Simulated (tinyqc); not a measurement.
# Resistance of a tapered via with liner, size effect and interface: effects of single changes

A round via whose diameter grows from db at the bottom as D(z) = db + 2 z/tan(ang). The fill, of diameter D - 2 tl, starts above the bottom liner (thickness fb tl) and has rho = rho0 (1 + ks lam/(D - 2 tl)); the sidewall liner conducts in parallel with it. The bottom liner and the interface are crossed over the full area pi db^2/4. Spreading in the lines above and below is left out.

Inputs (values chosen for the exercise); fill metal close to ruthenium: diameter at the bottom db = 21 nm; height hv = 53 nm; sidewall angle ang = 87 degrees; bulk resistivity of the fill rho0 = 7.95 uohm cm; mean free path of the fill lam = 6.46 nm; size-effect factor ks = 1.1; liner on the sidewall tl = 0.4 nm; liner at the bottom over that on the sidewall fb = 0.7; resistivity of the liner rl = 410 uohm cm; interface resistivity at the bottom ri = 4.6e-12 ohm cm^2; ballistic conductance per area, about 3/(4 rho0 lam) Sb = 1.5e15 S/m^2; bulk resistivity of the second fill (close to molybdenum) rho2 = 5.43 uohm cm; its mean free path lam2 = 11 nm; its liner tl2 = 0.5 nm.

Each table varies one quantity; the others keep the values above.

## Via resistance against the diameter at the bottom

Slices between z0 = fb tl and hv, evaluated at their midpoints: conductance per length pi/4 [(D - 2 tl)^2/rho + (D^2 - (D - 2 tl)^2)/rl], slice resistance = slice height over that. 2000 slices. R_fill = sum of the slices; R_bottom = rl fb tl/(pi db^2/4); R_interface = ri/(pi db^2/4); ballistic (Sharvin) limit 1/(Sb pi (db - 2 tl)^2/4); ideal cylinder rho0 hv/(pi db^2/4).

Via resistance against the diameter at the bottom:
columns A: db (nm); B: R_fill (ohm); C: R_bottom (ohm); D: R_interface (ohm); E: R (ohm); F: ballistic limit (ohm); G: R over ideal cylinder; H: largest part
```
A         B       C        D      E       F      G     H
6     188.8   40.60    16.27  245.7   31.39  1.649  fill
8.3   94.11   21.22    8.502  123.8   15.09  1.590  fill
11    51.87   12.08    4.840  68.79   8.159  1.551  fill
16    23.65   5.710    2.288  31.65   3.674  1.510  fill
22    12.19   3.020    1.210  16.42   1.889  1.482  fill
30    6.421   1.624   0.6508  8.696  0.9955  1.459  fill
42    3.215  0.8286   0.3320  4.375  0.5001  1.439  fill
58    1.661  0.4345   0.1741  2.270  0.2594  1.423  fill
80   0.8633  0.2284  0.09151  1.183  0.1353  1.412  fill
```

What does the comparison show?

R falls from 246 to 1.18 ohm. The fill is the largest part at db = 6 and in all other rows. R goes as db^(-2.11) between the first two rows and db^(-2.03) between the last two; area alone gives -2.

## Via resistance against the liner on the sidewall

Same model as above.

2000 slices.

The same in every row: R_interface (ohm) = 1.328.

Via resistance against the liner on the sidewall:
```
tl (nm)  R_fill (ohm)  R_bottom (ohm)  R (ohm)  ballistic limit (ohm)  R over ideal cylinder  largest part
0               12.53               0    13.86                  1.925                  1.140          fill
0.6             13.91           4.972    20.21                  2.165                  1.662          fill
1.1             15.25           9.115    25.69                  2.402                  2.112          fill
1.7             17.13           14.09    32.55                  2.740                  2.676          fill
2.3             19.40           19.06    39.78                  3.156                  3.270          fill
2.9             22.14           24.03    47.50                  3.674                  3.905  bottom liner
3.4             24.91           28.17    54.41                  4.210                  4.473  bottom liner
4               28.98           33.14    63.45                  5.023                  5.216  bottom liner
```

R rises from 13.9 to 63.4 ohm. The fill is the largest part at tl = 0, the bottom liner from 2.9 on. The share of the two bottom terms goes from 9.58 to 54.3 %.

## Two fill metals against the diameter

2000 slices. R_fill = sum of the slices; R_bottom = rl fb tl/(pi db^2/4); R_interface = ri/(pi db^2/4). The second fill has rho2, lam2 and tl2 in place of rho0, lam and tl.

Result of one run:
```
db (nm)  R, first fill (ohm)  R, second fill (ohm)  ratio second/first
49                    3.1971                2.7567             0.86226
```

What becomes of these results when the diameter at the bottom db is changed from 49 to 70 nm, all else the same?

Result of the changed run:
```
db (nm)  R, first fill (ohm)  R, second fill (ohm)  ratio second/first
70                    1.5504                1.3186             0.85052
```

The whole series:
```
db (nm)  R, first fill (ohm)  R, second fill (ohm)  ratio second/first
6                     245.70                254.65              1.0364
8.5                   117.80                116.66             0.99030
12                    57.410                54.725             0.95323
17                    27.927                25.764             0.92257
24                    13.737                12.335             0.89798
35                    6.3457                5.5639             0.87680
49                    3.1971                2.7567             0.86226
70                    1.5504                1.3186             0.85052
100                  0.75373               0.63451             0.84183
```

The ratio goes from 1.04 to 0.842. The two fills give the same R at db = 7.85 nm; below it the first gives the lower R. Ratios within a few per cent of 1 are a tie, given that ballistic terms are left out.

Numbers from tinyqc (`OMP_NUM_THREADS=1 python tinyqc.py 2750154 2750155 out.jsonl`; about 0.01 s on one thread of a shared Intel Xeon 2.30GHz).
